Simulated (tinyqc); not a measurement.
Regular and subregular solution with a miscibility gap: one step, computed by the program tinyqc. Command: `OMP_NUM_THREADS=1 python tinyqc.py 3007616 3007617 out.jsonl regsol walk`. One thread of a shared host (Intel(R) Xeon(R) Processor @ 2.30GHz), about 0.02 s of CPU time with the checks.

Per mole of mixing sites: G(x) = x (1 - x) [L0 + L1 (1 - 2x)] + R T [x ln x + (1 - x) ln(1 - x)], x the fraction of B.

Problem. Critical point. The spinodal is G'' = 0, R T_s(x) = x (1 - x) [2 L0 + 6 L1 (1 - 2x)]; the critical point is its maximum.

Inputs (values chosen for the exercise, for a model alloy): asymmetry L1 = -0.33 kJ/mol.

L0 = 9.67 kJ/mol

Constants: R = 8.314462618 J/(mol K).

Give: critical composition x_c; critical temperature T_c.

Solution.

critical composition x_c = 0.5254

critical temperature T_c = 583.0 K

L1 < 0 moves the top of the gap to the B-rich side and raises it by 1.5 K over L0/(2 R).
